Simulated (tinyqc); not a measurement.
Inside a calculation. Model: chemical vapour deposition: Grove model, boundary layer, depletion and step coverage. Computed by tinyqc, a small Python program that keeps every step. Command: `OMP_NUM_THREADS=1 python tinyqc.py 3025514 3025515 out.jsonl cvd walk`. One thread of a shared host (Intel(R) Xeon(R) Processor @ 2.30GHz), about 0.01 s of CPU time with the checks. Intermediate numbers are printed to about 6 digits and carried at full precision; extremes and crossings named in words are read from the listed rows.

A precursor diffuses to the surface and reacts there at first order; each molecule that reacts adds one formula unit of film.

Inputs (values chosen for the exercise, close to those used for polysilicon from silane):

| quantity | value | unit |
|---|---|---|
| prefactor k0 of k_s | 7.5e+08 | cm/s |
| activation energy E | 1.55 | eV |
| temperature T | 760 | C |
| total pressure p | 760 | torr |
| mole fraction of the precursor Y | 0.0011 | - |
| gas diffusivity D0 at 273.15 K and 760 torr | 0.25 | cm^2/s |
| film density N | 5e+22 | formula units/cm^3 |
| precursor mass M | 32 | u |
| trench width w | 0.047 | um |
| aspect ratio of the trench | 22 | - |
| gas velocity U | 9.1 | cm/s |
| kinematic viscosity nu0 at 273.15 K and 760 torr | 0.47 | cm^2/s |
| susceptor length L | 25 | cm |
| channel height b | 5.9 | cm |

Reactor: horizontal, atmospheric.

Constants: k_B = 1.380649e-23 J/K; u = 1.6605390666e-27 kg; k_B = 8.617333262e-05 eV/K.

## Gas-phase and surface constants

k_s = k0 exp(-E/(k_B T)); C_g = Y p/(k_B T), 1 torr = 133.322 Pa; D = D0 (T/273.15)^1.75 (760/p). Temperatures in kelvin are T(C) + 273.15. Mean speed c = sqrt(8 k_B T/(pi M)); reactive sticking probability beta = 4 k_s/c.

surface rate constant k_s = 20.6088 cm/s

precursor density C_g = 7.81378e+15 1/cm^3

gas diffusivity D = 2.56462 cm^2/s

mean speed c = 82678.7 cm/s

sticking probability beta = 9.97054e-04

## Boundary layer

nu = nu0 (T/273.15)^1.75 (760/p); Re = U L/nu; mean boundary layer delta = (2/3) L/sqrt(Re), at most b/2; h_g = D/delta.

Reynolds number Re = 47.1845

boundary layer delta = 2.42632 cm

mass-transfer coefficient h_g = 1.05700 cm/s

## Growth rate at the inlet

Fluxes in series: C_s = C_g/(1 + k_s/h_g); growth rate G = k_s h_g/(k_s + h_g) C_g/N; 1 cm/s = 6e8 nm/min.

ratio k_s/h_g = 19.4974

C_s/C_g = 0.0487866

growth rate G at the inlet = 94.2748 nm/min

Gas transport limits the rate, so the flow pattern sets uniformity.

## Depletion along the susceptor

Plug flow: U b dC/dx = -k_eff C with k_eff = k_s h_g/(k_s + h_g), so C falls as exp(-k_eff x/(U b)); the used share of the precursor is 1 - C(L)/C(0).

k_eff = 1.00543 cm/s

depletion length = 53.3999 cm

rate at the outlet over rate at the inlet = 0.626150

rate at the outlet = 59.0301 nm/min

37.4 % of the precursor is used.

## Reaction control against transport control

The formulas are those given above.

Rates:

| T (C) | k_s (cm/s) | h_g (cm/s) | G (nm/min) | reaction limit (nm/min) | transport limit (nm/min) |
|---|---|---|---|---|---|
| 560 | 3.15509e-01 | 0.87562 | 26.9681 | 3.66855e+01 | 101.812 |
| 610 | 1.07113e+00 | 0.92143 | 54.3331 | 1.17493e+02 | 101.073 |
| 660 | 3.18996e+00 | 0.96692 | 77.0304 | 3.31162e+02 | 100.379 |
| 710 | 8.50203e+00 | 1.01210 | 89.1177 | 8.37740e+02 | 99.726 |
| 760 | 2.06088e+01 | 1.05700 | 94.2748 | 1.93239e+03 | 99.110 |
| 810 | 4.60343e+01 | 1.10163 | 96.2236 | 4.11717e+03 | 98.526 |
| 860 | 9.57874e+01 | 1.14600 | 96.8138 | 8.18893e+03 | 97.972 |
| 910 | 1.87344e+02 | 1.19012 | 96.8295 | 1.53393e+04 | 97.445 |
| 960 | 3.47012e+02 | 1.23402 | 96.5983 | 2.72605e+04 | 96.942 |

The apparent activation energy of G is 0.89 eV between the first rows and -0.01 eV between the last, against E = 1.55 eV. k_s passes h_g between 560 and 610 C, where control shifts from the surface to the gas. In the reaction limit the slope is E - k_B T, because C_g falls as 1/T; any further lowering comes from transport.

## Step coverage in a trench

In a long trench of width w and depth l = aspect ratio x w: Knudsen diffusivity D_K = (2w) c/3 (hydraulic diameter 2w), combined as 1/D_e = 1/D_K + 1/D; D_e d2C/dz2 = 2 k_s C/w with D_e dC/dz = -k_s C at the floor. With m = sqrt(2 k_s/(w D_e)): C(floor)/C(top) = 1/[cosh(m l) + (k_s/(D_e m)) sinh(m l)].

Knudsen diffusivity D_K = 0.259060 cm^2/s

effective diffusivity D_e = 0.235292 cm^2/s

modulus m l = 0.631261

step coverage = 0.822625

Gas collisions matter in the trench as well as wall collisions. Caution: the hydraulic-diameter form of D_K is rough for a slit.

Checks made by the program: step coverage against a numerical boundary-value solution (relative difference below 1e-10).
